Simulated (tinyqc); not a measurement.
Koster-Slater impurity in a tight-binding band, by Green functions and by supercells: one step, computed by the program tinyqc. Command: `OMP_NUM_THREADS=1 python tinyqc.py 3009095 3009096 out.jsonl kosterslater walk`. One thread of a shared host (Intel(R) Xeon(R) Processor @ 2.30GHz), about 0.04 s of CPU time with the checks.

One orbital per site, e(k) = -2 t sum cos(k_i) over 3 direction(s), band from -6 t to 6 t, lattice constant 1. One site has the extra energy U. Spin is left out.

Problem. The level in the supercell. In a periodic cell of N sites along each direction with Bloch vector K, the level solves 1/U = N^-d sum_k 1/(E - e(k)), k_i = (2 pi m_i + K_i)/N, m_i = 0..N-1; the outermost root on the side of U is taken (bisection). d is the number of directions. Gamma means K_i = 0, the zone corner K_i = pi, the quarter point K_i = pi/2. The error is measured against the isolated level E_b.

Inputs (values chosen for the exercise, for a model band): hopping t = 1.9 eV; impurity potential U = -9.21 eV; supercell edge N = 4 sites.

Lattice: simple cubic.

level E_b = -11.99105 eV

Give: level at Gamma; level at the corner; level at the quarter point; error at Gamma; width between Gamma and the corner.

Solution.

level at Gamma = -12.357 eV

level at the corner = -11.686 eV

level at the quarter point = -11.975 eV

error at Gamma = -0.36587 eV

width between Gamma and the corner = 0.67109 eV

Images turn the level into a band 0.671 eV wide; the quarter point misses the isolated level by 0.016 eV, far less than Gamma, because the leading hopping between images averages out there.
